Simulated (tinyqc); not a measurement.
Deep level with several charge states, and Shockley-Read-Hall recombination: one step. The neutral state.

Energies from Ev. The defect has charge states +1, 0, -1 with weights 1, gm exp((EF - E1)/kT), exp((2 EF - E1 - E2)/kT); the shares are the weights over their sum. Boltzmann carriers: n = Nc exp((EF - Eg)/kT), p = Nv exp(-EF/kT). Neutrality: p - n + Nd + Nt <q> = 0.

Constants: kB = 8.617333262e-05 eV/K.

Inputs chosen for the exercise (gap and densities of states near those of Si at this temperature; shifted at random, so the results belong to these values and not to a real crystal):

| symbol | value | unit | meaning |
|---|---|---|---|
| Eg | 1.086 | eV | gap |
| Nc | 4.43e+19 | 1/cm^3 | conduction-band density of states |
| Nv | 1.76e+19 | 1/cm^3 | valence-band density of states |
| T | 400 | K |  |
| E1 | 0.724 | eV | level (+1/0) above Ev |
| E2 | 0.538 | eV | level (0/-1) above Ev |
| gm | 2 |  | degeneracy of the middle state, the others 1 |
| Nt | 2.3e+16 | 1/cm^3 | defects |
| Nd | -2.1e+16 | 1/cm^3 | ionised shallow donors minus acceptors |

Question. Solve for EF.

Give: EF; shares at EF; n; p.

Answer.

EF = 0.5724 eV

shares at EF: +1 0.945, 0 0.023, -1 0.032

n = 1.50e+13 1/cm^3
p = 1.08e+12 1/cm^3

Without the defects the majority density would be 2.10e+16 1/cm^3; with them the density of these carriers is 1.08e+12, below that of the other kind: the type has inverted, so the defects more than cancel the doping. Most defects are in the state +1. The level order is inverted (negative U), so the middle state is never the most common.

(tinyqc, `OMP_NUM_THREADS=1 python tinyqc.py 1682786 1682787 out.jsonl`, Intel(R) Xeon(R) Processor @ 2.30GHz, 1 thread, shared host, about 0.01 s.)
